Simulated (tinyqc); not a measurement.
Memristor with linear dopant drift, Biolek window: one step of the calculation.

A film of thickness D has a doped share x: R = Ron x + Roff (1 - x), i = v/R, dx/dt = k i F with k = mv Ron/D^2 and F = 1 - x^(2 p) for i >= 0 and 1 - (x - 1)^(2 p) for i < 0. The drive is v = V0 sin(2 pi f t). The model has no threshold and no heating.

Problem. Rate constant, charge and flux scales. k = mv Ron/D^2; R0 = R(x0); without a window the film fills (x = 1) after the charge (1 - x0)/k and the flux (R0^2 - Ron^2)/(2 k (Roff - Ron)); half a period supplies the flux V0/(pi f).

Inputs (values chosen for the exercise): resistance of the fully doped film Ron = 500 ohm; resistance of the undoped film Roff = 40000 ohm; film thickness D = 15 nm; dopant mobility mv = 4.7e-14 m^2/(V s); doped share at t = 0 x0 = 0.27; amplitude V0 = 0.5 V; frequency f = 4.2 Hz.

Wanted: k; R0; charge to fill; flux to fill; flux of half a period.

Solution.

k = 1.044e5 1/C
R0 = 2.934e4 ohm
charge to fill = 6.989 uC
flux to fill = 0.1043 V s
flux of half a period = 0.03789 V s

Half a period supplies 36.3 % of the flux to fill.

tinyqc, about 0.3 s, one thread, Intel Xeon 2.30GHz (shared host): `OMP_NUM_THREADS=1 python tinyqc.py 2880152 2880153 out.jsonl`
